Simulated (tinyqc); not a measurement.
Worked calculation: five-level k.p model folded onto the conduction band. Values are carried at full precision from step to step, so a last printed digit may differ when a step is redone from the rounded ones.

Second-order sums for the lowest conduction level at E: 1/m = 1 + Cm + (Ep/3)(2/E + 1/(E + Dso)) - (Ep2/3)(2/(E7 + D2 - E) + 1/(E7 - E)); g/2 = 1 + Cg - (Ep/3)(1/E - 1/(E + Dso)) - (Ep2/3)(1/(E7 - E) - 1/(E7 + D2 - E)). E is counted from the top of the valence band; E = Eg at the edge.

Constants: hbar^2/2m0 = 3.80998211 eV angstrom^2.

Inputs chosen for the exercise (near those of InSb; shifted at random, so the results belong to these values and not to a real crystal): Eg = 0.222 eV (gap at Gamma to the s-like level); Dso = 0.856 eV (spin-orbit splitting); Ep = 24.6 eV (Kane energy); E7 = 3.1 eV (upper Gamma7 conduction level, from the valence top); D2 = 0.35 eV (its spin-orbit splitting, Gamma8 above Gamma7); Ep2 = 4.7 eV (Kane energy to the upper levels); Cm = 0 (remote term in 1/m); Cg = 0 (remote term in g/2); k = 0.009 1/angstrom (wave vector along z).

## Mass and g factor term by term

Evaluate at E = Eg.

Terms:

| level | part of 1/m | part of g |
|---|---|---|
| free + remote | 1.0000 | 2.0000 |
| Gamma8 valence | 73.8739 | -73.8739 |
| Gamma7 valence | 7.6067 | 15.2134 |
| Gamma8 upper | -0.9707 | 0.9707 |
| Gamma7 upper | -0.5444 | -1.0887 |

m = 0.0124 m0
g = -56.779

The valence levels give 81.48 to 1/m and the upper levels take 1.52 away. In g the two valence terms nearly cancel when Dso is small against Eg; here Dso/Eg = 3.86 and they leave -58.661, the upper pair -0.118.

## The matrix at one k

For k along z and one spin sector the level c couples to four states. With c0 = hbar^2/2m0, P = sqrt(Ep c0), P2 = sqrt(Ep2 c0): diagonal Eg + (1 + Cm) c0 k^2 for c, and 0, -Dso, E7 + D2, E7 for lh, so, G8 up, G7 up (their own dispersion is left out); couplings of c: sqrt(2/3) P k to lh, sqrt(1/3) P k to so, sqrt(2/3) P2 k to G8 up, sqrt(1/3) P2 k to G7 up (phases chosen real).

Fill in the matrix.

H (eV), lower triangle:
```
             c  lh        so    G8 up    G7 up
c      0.22231
lh     0.07114   0
so     0.05030   0  -0.85600
G8 up  0.03110   0         0  3.45000
G7 up  0.02199   0         0        0  3.10000
```

## Exact folding onto c

Solve E = H_cc + S(E), S(E) = sum_j H_cj^2/(E - H_jj), from E = H_cc, by plain substitution and by Newton steps on E - H_cc - S(E). The weight of c in the state is Z = 1/(1 - dS/dE). The exact level is the third eigenvalue of H from below.

Iterates (eV):

| step | substitution | Newton |
|---|---|---|
| 0 | 0.22231 | 0.22231 |
| 1 | 0.24695 | 0.24462 |
| 2 | 0.24463 | 0.24481 |
| 3 | 0.24483 | 0.24481 |
| 4 | 0.24481 | 0.24481 |
| 5 | 0.24481 | 0.24481 |
| 6 | 0.24481 | 0.24481 |
| 7 | 0.24481 | 0.24481 |

exact level = 0.24481 eV
Z = 0.9202

Substitution multiplies the error by about dS/dE = 1 - 1/Z = -0.087 a step, so it alternates; after 7 steps it is off by 9.0e-10 eV, while Newton is within 1e-5 eV from step 2 on.

## Loewdin series

Expanding E = H_cc + S(E) about Eg in powers of k^2, with s_n = sum_j H_cj^2/(Eg - H_jj)^n: order k^2: e2 = (1 + Cm) c0 k^2 + s1; order k^4: e4 = -s2 e2; order k^6: e6 = s3 e2^2 + s2^2 e2.

Give each order and the partial sums, counted from Eg.

s1 (eV), s2 (no unit), s3 (1/eV); (1 + Cm) c0 k^2 is H_cc - Eg: 0.02468  0.10502  0.46456

e2, e4, e6 (eV): 0.02499  -0.00262  0.00057

partial sums (eV): 0.02499  0.02236  0.02293

The exact value is 0.02281 eV; the errors of the partial sums are +2.18, -0.45 and +0.12 meV.

## Checks

- Curvature of the exact level at small k against the sum for 1/m: 80.964 against 80.966.

Computed by tinyqc, a small Python program: `OMP_NUM_THREADS=1 python tinyqc.py 1051301 1051302 out.jsonl` (the numbers bound the seed that draws the inputs); one thread of a shared host (Intel(R) Xeon(R) Processor @ 2.30GHz), about 0.01 s for the whole set of steps.
